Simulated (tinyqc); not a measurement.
Polycrystalline film, grain-boundary barriers (Seto model): two steps of the calculation.

One-dimensional grains of size Lg with donors N; each boundary has Qt acceptor-like traps per area at one level Et below the band edge. Trapped electrons qt deplete a width w = qt/N (both sides together) and raise a barrier Vb = q N w^2/(8 eps0 eps_r). Current crosses the barriers by thermionic emission at small bias. Abrupt depletion, full ionisation, Boltzmann statistics.

Inputs (values chosen for the exercise); values close to those of polycrystalline silicon:
```
symbol    value   unit                                     meaning
T           250      K                                 temperature
eps_r      11.7         relative permittivity of the semiconductor
Lg           80     nm                                  grain size
Qt       2.6e12  cm^-2                  trap density at a boundary
N        1.3e18  cm^-3                               donor density
Nc      2.13e19  cm^-3      conduction-band density of states at T
Et         0.42     eV              trap level below the band edge
```

Constants: q = 1.602176634e-19 C, kB = 1.380649e-23 J/K, Vt = kB T/q, eps0 = 8.8541878128e-14 F/cm where lengths are in cm. Results are converted to the units shown.

Problem 1. Critical doping and limits of the barrier. N* = Qt/Lg; fully depleted grains have Vb = q N Lg^2/(8 eps0 eps_r), filled traps Vb = q Qt^2/(8 eps0 eps_r N); the true barrier cannot exceed the smaller.

Give: N*; Vb, fully depleted; Vb, traps filled.

Solution 1.

N* = 3.250e17 cm^-3
Vb, fully depleted = 1.608 V
Vb, traps filled = 0.1005 V

Problem 2. Trapped charge. w = qt/N, Vb = q N w^2/(8 eps0 eps_r), out = Qt/(1 + 2 (Nc/N) exp((Vb - Et)/Vt)); qt(new) = out.

qt at the start = 2.4e12 cm^-2

Give: w; Vb; out; qt after iteration 1.

Solution 2.

w = 18.46 nm
Vb = 0.08566 V
out = 2.600e12 cm^-2
qt after iteration 1 = 2.600e12 cm^-2

Program tinyqc, `OMP_NUM_THREADS=1 python tinyqc.py 2610102 2610103 out.jsonl`; Intel Xeon 2.30GHz, shared host, one thread, about 0.01 s.
